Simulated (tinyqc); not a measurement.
Inside a calculation: BHZ model on a square lattice (one spin block). Values are carried at full precision from step to step, so a last printed digit may differ when a step is redone from the rounded ones.

h(k) = e0 + d.s with s the Pauli matrices in the basis (E, H), k in units of 1/a: dx = (A/a) sin kx, dy = (A/a) sin ky, dz = M - (2B/a^2)(2 - cos kx - cos ky), e0 = -(2D/a^2)(2 - cos kx - cos ky). The other spin block is h*(-k). For small k this is the continuum model with dz = M - B k^2.

Parameters, chosen for this exercise (of the size used for HgTe wells; shifted at random, so the results belong to these values and not to a real crystal):

| symbol | value | unit | meaning |
|---|---|---|---|
| A | 3.31 | eV angstrom |  |
| B | -73.4 | eV angstrom^2 |  |
| D | -48.1 | eV angstrom^2 |  |
| M | 0.0237 | eV | mass term |
| a | 20 | angstrom | grid spacing |
| k | (0.27, 0.14) | 1/a | wave vector |
| nk | 24 |  | points along kx |

## One k point

Form e0, d and E = e0 -/+ |d|.

e0 = 11.066 meV

dx, dy, dz (meV): 44.144  23.094  40.587

levels (meV): -53.194  75.326

## Signs of dz at the four invariant points

dz = M, M - 4B/a^2 (twice), M - 8B/a^2 at (0,0), (pi,0), (0,pi), (pi,pi). The product of the signs is (-1)^nu. C = (s00 - s0p - sp0 + spp)/2 is the Chern number of the lower band of this block, in the sense Omega = curl of i<u|grad u>.

dz (meV): (0,0) 23.70, (pi,0) 757.70, (0,pi) 757.70, (pi,pi) 1491.70

nu (Z2 index) = 0
C = 0

M/B < 0: no inversion, a trivial insulator.

## Wilson loop

For each ky: x = -(1/2 pi) arg of the product of <u_j|u_(j+1)> over nk points kx = 2 pi j/nk of the lower band, folded into (-1/2, 1/2]. x is the centre of the hybrid Wannier function; minus its winding over ky from -pi to pi (followed on 61 points) is C.

Centres:

| ky | x (a) |
|---|---|
| -3.142 | 0.0000 |
| -1.500 | 0.0083 |
| -0.700 | 0.0349 |
| -0.350 | 0.0619 |
| -0.150 | 0.0631 |
| 0.000 | 0.0000 |
| 0.150 | -0.0631 |
| 0.350 | -0.0619 |
| 0.700 | -0.0349 |
| 1.500 | -0.0083 |
| 3.142 | 0.0000 |

C from the winding = 0

The centre returns without winding, moving at most 0.063 of a cell on these rows.

## Checks

- Chern number from the winding against the sign formula: both 0.

(tinyqc, `OMP_NUM_THREADS=1 python tinyqc.py 1451667 1451668 out.jsonl`, Intel(R) Xeon(R) Processor @ 2.30GHz, 1 thread, shared host, about 0.08 s.)
